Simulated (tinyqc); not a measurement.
Character of the line: straight dislocations in isotropic elasticity: fields, energies, partials, Peierls stress and walls. Computed by tinyqc, a small Python program. Command: `OMP_NUM_THREADS=1 python tinyqc.py 3025282 3025283 out.jsonl disloc walk`. One thread of a shared host (Intel(R) Xeon(R) Processor @ 2.30GHz), about 0.01 s of CPU time with the checks.

The line runs along z, the glide plane is y = 0, and beta is the angle between b and the line (0 screw, 90 degrees edge): b_e = b sin(beta) along +x with the extra half plane at y > 0, b_s = b cos(beta). Stress is positive in tension.

Inputs (values chosen for the exercise, for a model fcc or diamond crystal): shear modulus G = 18.2 GPa; Poisson ratio nu = 0.329; Burgers vector b = 2.749 angstrom; stacking-fault energy gamma = 178 mJ/m^2; dislocation density rho = 2.7e+14 1/m^2; core radius r0/b = 2.

Character: screw.

Constants: 1 eV/angstrom^3 = 160.2176634 GPa.

Method:
- Energy factor K = G [cos^2(beta) + sin^2(beta)/(1 - nu)].
- E = K b^2/(4 pi) ln(R/r0) with R = 1/(2 sqrt(rho)); tension T = E + d^2E/d(beta)^2 = G b^2 [1 + nu - 3 nu sin^2(beta)]/(4 pi (1 - nu)) ln(R/r0). The core energy is taken into r0.
- Shockley partials have b_p = b/sqrt(3) at the angles beta -/+ 30 degrees; their repulsion balances the fault at d = G b_p^2/(8 pi gamma) (2 - nu)/(1 - nu) [1 - 2 nu cos(2 beta)/(2 - nu)].
- E = K b^2/(4 pi) ln(R/r0); T = G b^2 [1 + nu - 3 nu sin^2(beta)]/(4 pi (1 - nu)) ln(R/r0).

ln(R/r0) = 4.01360

From screw to edge:
```
beta (degrees)  K (GPa)  E (eV/nm)  T (eV/nm)   d (nm)
0                18.200     2.7418     5.4305  0.15471
15               18.798     2.8318     5.1603  0.16818
30               20.431     3.0779     4.4222  0.20496
45               22.662     3.4140     3.4140  0.25521
60               24.893     3.7500     2.4057  0.30545
75               26.526     3.9961     1.6676  0.34224
90               27.124     4.0861     1.3975  0.35570
```

What follows from these numbers?

The edge costs 1/(1 - nu) = 1.490 times the screw in energy, yet its tension is only (1 - 2 nu)/(1 + nu) = 0.257 of the screw value, so loops under stress are elongated along b. The edge splits 2.30 times as widely, (2 + nu)/(2 - 3 nu), since there the larger, edge parts of the partials repel with the factor 1/(1 - nu) and the small screw parts attract, while in the screw the roles are exchanged.
